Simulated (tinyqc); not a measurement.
Hall factor, magnetoresistance and optical conductivity for a power-law relaxation time: one step, computed by the program tinyqc.

One spherical parabolic band, tau(E) = tau_0 x^s with x = E/(k_B T). Landau quantisation is left out.

Task: Limits. mu = e <tau>/m; weak field r_H = <tau^2>/<tau>^2 and MR = c (mu B)^2, c = <tau^3>/<tau>^3 - r_H^2; strong field r_H = 1 and MR = <tau> <1/tau> - 1.

Inputs (values chosen for the exercise, with a mass close to that of electrons in GaN): effective mass m = 0.21 m_0; tau_0 = 950 fs; temperature T = 100 K.

<tau>/tau_0 = 7.278596

<tau^2>/tau_0^2 = 79.21332

<tau^3>/tau_0^3 = 1203.278

<1/tau> tau_0 = 0.2542222

Constants: e = 1.602176634e-19 C; m_0 = 9.1093837015e-31 kg.

Give: drift mobility mu; weak-field Hall factor; coefficient c; saturation MR.

Result:

drift mobility mu = 57913 cm^2/(V s)

weak-field Hall factor = 1.495

coefficient c = 0.8848

saturation MR = 85.04 %
